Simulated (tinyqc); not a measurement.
Inside a calculation. Method: RKS/exchange-only LDA in the sto-3g basis, for BeH2, spin multiplicity 1. One step of it, computed by the program tinyqc.

Problem. Iteration 1: building the Kohn-Sham matrix. J_ij = sum D_kl (ij|kl); F = H + J + V_xc; E = tr D H + tr D J / 2 + E_xc + E_nn.

D at the start, order 1Be 1s, 1Be 2s, 1Be 2px, 1Be 2py, 1Be 2pz, 2H 1s, 3H 1s:
$$\begin{pmatrix}
2.054561 & -0.243511 & 0.000000 & 0.009213 & 0.000000 & -0.189986 & -0.186388 \\
-0.243511 & 1.085429 & 0.000000 & -0.031973 & 0.000000 & 0.515413 & 0.512882 \\
0.000000 & 0.000000 & 0.000000 & 0.000000 & 0.000000 & 0.000000 & 0.000000 \\
0.009213 & -0.031973 & 0.000000 & 1.106868 & 0.000000 & 0.428061 & -0.429387 \\
0.000000 & 0.000000 & 0.000000 & 0.000000 & 0.000000 & 0.000000 & 0.000000 \\
-0.189986 & 0.515413 & 0.000000 & 0.428061 & 0.000000 & 0.425215 & 0.080154 \\
-0.186388 & 0.512882 & 0.000000 & -0.429387 & 0.000000 & 0.080154 & 0.400023
\end{pmatrix}$$

core Hamiltonian H = T + V (hartree), order 1Be 1s, 1Be 2s, 1Be 2px, 1Be 2py, 1Be 2pz, 2H 1s, 3H 1s:
$$\begin{pmatrix}
-8.409731 & -2.073076 & 0.000000 & -0.000557 & 0.000000 & -0.156623 & -0.135100 \\
-2.073076 & -2.639162 & 0.000000 & -0.004845 & 0.000000 & -0.602937 & -0.552120 \\
0.000000 & 0.000000 & -2.131902 & 0.000000 & 0.000000 & 0.000000 & 0.000000 \\
-0.000557 & -0.004845 & 0.000000 & -2.248415 & 0.000000 & -0.733141 & 0.680831 \\
0.000000 & 0.000000 & 0.000000 & 0.000000 & -2.131902 & 0.000000 & 0.000000 \\
-0.156623 & -0.602937 & 0.000000 & -0.733141 & 0.000000 & -1.704596 & -0.008499 \\
-0.135100 & -0.552120 & 0.000000 & 0.680831 & 0.000000 & -0.008499 & -1.669188
\end{pmatrix}$$

Two-electron integrals (ij|kl) in chemists' order, unique and non-zero (hartree):
```
(11|11) 2.298831    (21|11) 0.392036    (21|21) 0.079539    (22|11) 0.570988
(22|21) 0.143041    (22|22) 0.417683    (31|31) 0.014607    (32|31) 0.021888
(32|32) 0.092265    (33|11) 0.569578    (33|21) 0.143083    (33|22) 0.417589
(33|33) 0.449859    (41|41) 0.014607    (42|41) 0.021888    (42|42) 0.092265
(43|43) 0.024249    (44|11) 0.569578    (44|21) 0.143083    (44|22) 0.417589
(44|33) 0.401360    (44|44) 0.449859    (51|51) 0.014607    (52|51) 0.021888
(52|52) 0.092265    (53|53) 0.024249    (54|54) 0.024249    (55|11) 0.569578
(55|21) 0.143083    (55|22) 0.417589    (55|33) 0.401360    (55|44) 0.401360
(55|55) 0.449859    (61|11) 0.028709    (61|21) 0.005826    (61|22) 0.010587
(61|33) 0.010519    (61|41) 0.000538    (61|42) 0.001013    (61|44) 0.010728
(61|55) 0.010519    (61|61) 0.000449    (62|11) 0.100604    (62|21) 0.025737
(62|22) 0.086324    (62|33) 0.082739    (62|41) 0.003273    (62|42) 0.023038
(62|44) 0.093405    (62|55) 0.082739    (62|61) 0.002093    (62|62) 0.031704
(63|31) 0.001898    (63|32) 0.009851    (63|43) 0.003604    (63|63) 0.002242
(64|11) 0.121159    (64|21) 0.031269    (64|22) 0.109095    (64|33) 0.102897
(64|41) 0.005116    (64|42) 0.035169    (64|44) 0.121369    (64|55) 0.102897
(64|61) 0.002611    (64|62) 0.044578    (64|64) 0.063636    (65|51) 0.001898
(65|52) 0.009851    (65|54) 0.003604    (65|65) 0.002242    (66|11) 0.275556
(66|21) 0.071476    (66|22) 0.268698    (66|33) 0.251606    (66|41) 0.008680
(66|42) 0.083334    (66|44) 0.302466    (66|55) 0.251606    (66|61) 0.005828
(66|62) 0.135878    (66|64) 0.199474    (66|66) 0.774606    (71|11) 0.024728
(71|21) 0.005021    (71|22) 0.009132    (71|33) 0.009072    (71|41) -0.000472
(71|42) -0.000888   (71|44) 0.009255    (71|55) 0.009072    (71|61) 0.000350
(71|62) 0.001516    (71|64) 0.001803    (71|66) 0.004232    (71|71) 0.000334
(72|11) 0.091291    (72|21) 0.023371    (72|22) 0.078864    (72|33) 0.075569
(72|41) -0.002960   (72|42) -0.021127   (72|44) 0.085369    (72|55) 0.075569
(72|61) 0.001599    (72|62) 0.012493    (72|64) 0.015107    (72|66) 0.039029
(72|71) 0.001641    (72|72) 0.027149    (73|31) 0.001670    (73|32) 0.008783
(73|43) -0.003264   (73|63) 0.000567    (73|73) 0.001855    (74|11) -0.111500
(74|21) -0.028784   (74|22) -0.100871   (74|33) -0.095197   (74|41) 0.004605
(74|42) 0.032196    (74|44) -0.112103   (74|55) -0.095197   (74|61) -0.001932
(74|62) -0.015348   (74|64) -0.018469   (74|66) -0.048468   (74|71) -0.002072
(74|72) -0.038507   (74|74) 0.055368    (75|51) 0.001670    (75|52) 0.008783
(75|54) -0.003264   (75|65) 0.000567    (75|75) 0.001855    (76|11) 0.001406
(76|21) 0.000347    (76|22) 0.000982    (76|33) 0.000975    (76|41) -1.49e-06
(76|42) -0.000008   (76|44) 0.000995    (76|55) 0.000975    (76|61) 0.000026
(76|62) 0.000202    (76|64) 0.000256    (76|66) 0.000631    (76|71) 0.000022
(76|72) 0.000189    (76|74) -0.000244   (76|76) 2.32e-06    (77|11) 0.266715
(77|21) 0.069191    (77|22) 0.261122    (77|33) 0.244979    (77|41) -0.008149
(77|42) -0.079521   (77|44) 0.292981    (77|55) 0.244979    (77|61) 0.004766
(77|62) 0.041723    (77|64) 0.051068    (77|66) 0.135617    (77|71) 0.004860
(77|72) 0.124963    (77|74) -0.184727   (77|76) 0.000631    (77|77) 0.774606
```

nuclear repulsion = 2.30607149 hartree

V_xc (hartree), order 1Be 1s, 1Be 2s, 1Be 2px, 1Be 2py, 1Be 2pz, 2H 1s, 3H 1s:
$$\begin{pmatrix}
-1.328429 & -0.194421 & 0.000000 & 0.000143 & 0.000000 & -0.014451 & -0.012457 \\
-0.194421 & -0.280656 & 0.000000 & 0.000199 & 0.000000 & -0.073047 & -0.066564 \\
0.000000 & 0.000000 & -0.255231 & 0.000000 & 0.000000 & 0.000000 & 0.000000 \\
0.000143 & 0.000199 & 0.000000 & -0.324571 & 0.000000 & -0.099234 & 0.091165 \\
0.000000 & 0.000000 & 0.000000 & 0.000000 & -0.255231 & 0.000000 & 0.000000 \\
-0.014451 & -0.073047 & 0.000000 & -0.099234 & 0.000000 & -0.327005 & -0.000717 \\
-0.012457 & -0.066564 & 0.000000 & 0.091165 & 0.000000 & -0.000717 & -0.318765
\end{pmatrix}$$

E_xc = sum of w rho eps_xc = -2.89643800 hartree

Give: Coulomb J; Kohn-Sham matrix F; total energy of this density.

Solution.

Coulomb J (hartree), order 1Be 1s, 1Be 2s, 1Be 2px, 1Be 2py, 1Be 2pz, 2H 1s, 3H 1s:
$$\begin{pmatrix}
6.383 & 1.236 & 0.000 & 0.000 & 0.000 & 0.091 & 0.079 \\
1.236 & 2.580 & 0.000 & 0.003 & 0.000 & 0.560 & 0.510 \\
0.000 & 0.000 & 2.528 & 0.000 & 0.000 & 0.000 & 0.000 \\
0.000 & 0.003 & 0.000 & 2.674 & 0.000 & 0.720 & -0.662 \\
0.000 & 0.000 & 0.000 & 0.000 & 2.528 & 0.000 & 0.000 \\
0.091 & 0.560 & 0.000 & 0.720 & 0.000 & 1.925 & 0.006 \\
0.079 & 0.510 & 0.000 & -0.662 & 0.000 & 0.006 & 1.864
\end{pmatrix}$$

Kohn-Sham matrix F (hartree), order 1Be 1s, 1Be 2s, 1Be 2px, 1Be 2py, 1Be 2pz, 2H 1s, 3H 1s:
$$\begin{pmatrix}
-3.355 & -1.031 & 0.000 & 0.000 & 0.000 & -0.080 & -0.069 \\
-1.031 & -0.339 & 0.000 & -0.002 & 0.000 & -0.116 & -0.109 \\
0.000 & 0.000 & 0.141 & 0.000 & 0.000 & 0.000 & 0.000 \\
0.000 & -0.002 & 0.000 & 0.101 & 0.000 & -0.113 & 0.110 \\
0.000 & 0.000 & 0.000 & 0.000 & 0.141 & 0.000 & 0.000 \\
-0.080 & -0.116 & 0.000 & -0.113 & 0.000 & -0.107 & -0.003 \\
-0.069 & -0.109 & 0.000 & 0.110 & 0.000 & -0.003 & -0.123
\end{pmatrix}$$

total energy of this density = -14.86659 hartree
